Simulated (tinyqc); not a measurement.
Series resistance and length offset from two lengths at two overdrives.

Problem. In strong inversion R W = Rsd + k(x)(L - dL), k(x) = (1 + th1 x)/(mu0 Cox x), x the overdrive, Cox = eps0 eox/tox, with Rsd and dL independent of x. Find dL, Rsd, mu0 and th1.

Inputs (values chosen for the exercise):
```
symbol  value  unit                                                                 meaning
eox      7.68        relative permittivity of the gate insulator (close to silicon nitride)
tox        10    nm                                                     insulator thickness
```

Constants: eps0 = 8.8541878128e-14 F/cm where lengths are in cm. Results are converted to the units shown.

total resistance times width (ohm um):
```
	L = 0.094 um	L = 0.73 um
overdrive 0.51 V	4123.42093	32075.7656
overdrive 1.27 V	2163.52707	16567.0403
```

Solution. At each overdrive R W is a straight line in L; the two lines cross at L = dL, R W = Rsd. Their slopes give k x = (1 + th1 x)/(mu0 Cox), a straight line in x.

dL = 0.00200 um
Rsd = 80.0 ohm um
mu0 = 81.0 cm^2/(V s)
th1 = 0.460 1/V

Program tinyqc, `OMP_NUM_THREADS=1 python tinyqc.py 2210171 2210172 out.jsonl`; Intel Xeon 2.30GHz, shared host, one thread, about 0.02 s.
